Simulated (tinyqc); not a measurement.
# Microkinetic model of a Langmuir-Hinshelwood surface reaction A + (1/2) B2 = AB with Bronsted-Evans-Polanyi barriers, step by step

A worked calculation. Computed by tinyqc, a small Python program that keeps every step. Command: `OMP_NUM_THREADS=1 python tinyqc.py 3011642 3011643 out.jsonl microkin walk`. One thread of a shared host (Intel(R) Xeon(R) Processor @ 2.30GHz), about 0.01 s of CPU time with the checks. Intermediate numbers are printed to about 5 digits and carried at full precision; extremes and crossings named in words are read from the listed rows.

A adsorbs in equilibrium; B2 dissociates irreversibly on two free sites; adsorbed A and B react irreversibly and AB leaves at once. theta_A + theta_B + theta_* = 1.

Inputs (values chosen for the exercise, for a model catalyst):
```
quantity                              value   unit
adsorption energy of A, E_A           -1.39     eV
adsorption energy per B atom, E_B     -1.35     eV
entropy loss of A, S_A                  1.9  meV/K
entropy loss of B2, S_B                 1.3  meV/K
slope a1 of the dissociation barrier   0.76      -
intercept b1                            1.3     eV
slope a2 of the reaction barrier       0.39      -
intercept b2                           0.38     eV
pressure p_A                           0.01    bar
pressure p_B                           0.21    bar
temperature T                           775      K
```

Solver: Newton.

Constants: k_B = 8.617333262e-05 eV/K; hbar = 6.582119569e-16 eV s.

## Constants

K_A = exp(-(E_A + T S_A)/(k_B T)) per bar; barriers E1 = max(b1 + a1 2 E_B, 0), E2 = b2 - a2 (E_A + E_B); k1 = (k_B T/h) exp(-S_B/k_B) exp(-E1/(k_B T)) per bar, k2 = (k_B T/h) exp(-E2/(k_B T)), h = 2 pi hbar.

barrier E1 = 0 eV

barrier E2 = 1.4486 eV

K_A = 0.29074 1/bar

k1 = 4.5333e+06 1/(bar s)

k2 = 6137.2 1/s

Caution: the linear relation gives a negative E1, which is set to zero: dissociation is not activated.

## Steady state in closed form

theta_A = K_A p_A theta_*; 2 k1 p_B theta_*^2 = k2 theta_A theta_B, so theta_B = w theta_* with w = 2 k1 p_B/(k2 K_A p_A); theta_* = 1/(1 + K_A p_A + w); rate r = k2 theta_A theta_B.

w = 1.0671e+05

theta_* = 9.3715e-06

theta_A = 2.7247e-08

theta_B = 0.99999

rate r = 1.6722e-04 1/s per site

The surface is covered by B, and the reaction step limits. Caution: B is close to or above its equilibrium coverage with B2 gas, so leaving out the desorption of B2 is not justified.

## Iterative solution

Unknown y = theta_B, theta_* = (1 - y)/(1 + K_A p_A). Newton steps on G(y) = 2 k1 p_B theta_* - k2 K_A p_A y, the balance divided by theta_*, would end in one step; the program uses the undivided F(y) = theta_* G(y): y(new) = y - F/F', start y = 0. Stop when the change is below 1e-10, after 80 steps at most.

Course of the iteration:
```
step     y in    y new      change
1     0.00000  0.50000  5.0000e-01
2     0.50000  0.75000  2.5000e-01
3     0.75000  0.87500  1.2500e-01
4     0.87500  0.93750  6.2500e-02
5     0.93750  0.96875  3.1250e-02
6     0.96875  0.98437  1.5625e-02
7     0.98437  0.99218  7.8125e-03
8     0.99218  0.99609  3.9062e-03
9     0.99609  0.99804  1.9531e-03
...       ...      ...         ...
14    0.99987  0.99993  6.0975e-05
15    0.99993  0.99996  3.0397e-05
16    0.99996  0.99998  1.5020e-05
17    0.99998  0.99999  7.1675e-06
18    0.99999  0.99999  2.9970e-06
19    0.99999  0.99999  8.0575e-07
20    0.99999  0.99999  6.8083e-08
21    0.99999  0.99999  4.9313e-10
22    0.99999  0.99999  2.5868e-14
```

theta_B at the end = 0.99999

last change = 2.5868e-14

Converged in 22 steps to the closed form.

## Orders and rate control

From r = 2 k1 p_B theta_*^2: order in p_B and degree of control of step 1 = 1 - 2 theta_B; control of step 2 = 2 theta_B; order in p_A = 2 (theta_B - theta_A). Apparent energy = (E1 + k_B T)(1 - 2 theta_B) + (E2 + k_B T) 2 theta_B + E_A x order in p_A.

order in p_B, X1 = -0.99998

X2 = 2.0000

order in p_A = 2.0000

apparent activation energy = 0.18398 eV

## Rate against the binding of B

The formulas are those given above.

Changing E_B at fixed E_A:
```
E_B (eV)  E1 (eV)  E2 (eV)     theta_*     theta_A     theta_B  log10 r
-2.40           0   1.8581  2.0364e-08  5.9206e-11  1.0000e+00  -9.1026
-2.10           0   1.7411  1.1741e-07  3.4136e-10  1.0000e+00  -7.5809
-1.80           0   1.6241  6.7693e-07  1.9681e-09  1.0000e+00  -6.0592
-1.50           0   1.5071  3.9029e-06  1.1347e-08  1.0000e+00  -4.5376
-1.25           0   1.4096  1.6804e-05  4.8857e-08  9.9998e-01  -3.2695
-1.00           0   1.3121  7.2349e-05  2.1035e-07  9.9993e-01  -2.0015
-0.75        0.16   1.2146  3.4079e-03  9.9081e-06  9.9658e-01   0.3042
-0.50        0.54   1.1171  8.1139e-01  2.3590e-03  1.8625e-01   2.5865
-0.25        0.92   1.0196  9.9692e-01  2.8985e-03  1.7963e-04   0.2943
0.00         1.30   0.9221  9.9710e-01  2.8990e-03  1.4103e-07  -2.1767
```

The rate is highest at E_B = -0.5 eV among these rows, where theta_B = 0.19. On the weak-binding side log10 r falls by 9.9 per eV, from the dissociation barrier (2 a1/(k_B T ln 10) = 9.9). On the strong-binding side B fills the surface and the rate falls again: the Sabatier volcano. Caution: in some rows B is close to or above its equilibrium coverage with B2 gas; desorption of B2, left out here, would change these rates and can move the peak.

Checks made by the program: iteration against the closed form (relative difference below 1e-10); apparent energy against a finite difference (on the scale of E2) (relative difference below 1e-10).
